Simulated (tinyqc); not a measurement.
Hall factor, magnetoresistance and optical conductivity for a power-law relaxation time: one step, computed by the program tinyqc.

One spherical parabolic band, tau(E) = tau_0 x^s with x = E/(k_B T). Landau quantisation is left out.

Task: At the given field. <y> = int y x^(3/2) f (1 - f) dx / int x^(3/2) f (1 - f) dx, f = 1/(1 + exp(x - eta)). Integrals over x = E/(k_B T) use 160 Gauss-Legendre points in u = sqrt(x) from 0 to sqrt(max(eta, 0) + 45). With w_c = e B/m: sigma_xx = (n e^2/m) <tau/(1 + w_c^2 tau^2)>, sigma_xy = (n e^2/m) <w_c tau^2/(1 + w_c^2 tau^2)>; r_H = (n e/B) sigma_xy/(sigma_xx^2 + sigma_xy^2); MR = sigma_0 sigma_xx/(sigma_xx^2 + sigma_xy^2) - 1, sigma_0 = n e^2 <tau>/m.

Inputs (values chosen for the exercise, with a mass close to that of holes in silicon): effective mass m = 0.39 m_0; exponent s = 1; tau_0 = 96 fs; reduced Fermi level eta = -5; temperature T = 77 K; magnetic field B = 60 T.

density n = 5.342182e+15 1/cm^3

drift mobility mu = 1083.637 cm^2/(V s)

Constants: e = 1.602176634e-19 C; m_0 = 9.1093837015e-31 kg.

Give: mu B; sigma_xx; |sigma_xy|; Hall factor r_H; magnetoresistance MR.

Result:

mu B = 6.5018

sigma_xx = 0.028879 S/cm

|sigma_xy| = 0.13206 S/cm

Hall factor r_H = 1.0309

magnetoresistance MR = 46.570 %

Caution: hbar w_c exceeds k_B T with mu B above 1, so Landau quantisation sets in.
